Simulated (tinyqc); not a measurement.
MP2 on RHF in the sto-3g basis, for H3+, spin multiplicity 1, step by step. One step of it, computed by the program tinyqc.

Problem. Integrals over molecular orbitals. (pq|rs) = sum C_ip C_jq C_kr C_ls (ij|kl), one index at a time.

coefficients C, order 1H 1s, 2H 1s, 3H 1s:
```
[[0.420964, -0.534607, 1.003602],
 [0.420964, -0.534607, -1.003602],
 [0.398146, 1.110785, 0.000000]]
```

core Hamiltonian H = T + V (hartree), order 1H 1s, 2H 1s, 3H 1s:
```
[[-1.470893, -0.955925, -0.875839],
 [-0.955925, -1.470893, -0.875839],
 [-0.875839, -0.875839, -1.438504]]
```

Two-electron integrals (ij|kl) in chemists' order, unique and non-zero (hartree):
```
(11|11) 0.774606   (21|11) 0.314890   (21|21) 0.162904   (22|11) 0.481968
(22|21) 0.314890   (22|22) 0.774606   (31|11) 0.281261   (31|21) 0.131609
(31|22) 0.227685   (31|31) 0.133547   (32|11) 0.227685   (32|21) 0.131609
(32|22) 0.281261   (32|31) 0.120977   (32|32) 0.133547   (33|11) 0.458072
(33|21) 0.240961   (33|22) 0.458072   (33|31) 0.281261   (33|32) 0.281261
(33|33) 0.774606
```

Give: one-electron integrals over orbitals h = C^T H C; Two-electron integrals over orbitals.

Solution.

one-electron integrals over orbitals h = C^T H C (hartree):
```
[[-1.675, 0.010, 0.000],
 [0.010, -1.082, 0.000],
 [0.000, 0.000, -1.037]]
```

Two-electron integrals over orbitals (pq|rs), unique and non-zero (hartree):
```
(11|11) 0.577    (21|11) -0.010   (21|21) 0.144    (22|11) 0.555
(22|21) 0.098    (22|22) 0.651    (31|31) 0.145    (32|31) -0.094
(32|32) 0.072    (33|11) 0.568    (33|21) -0.102   (33|22) 0.488
(33|33) 0.655
```
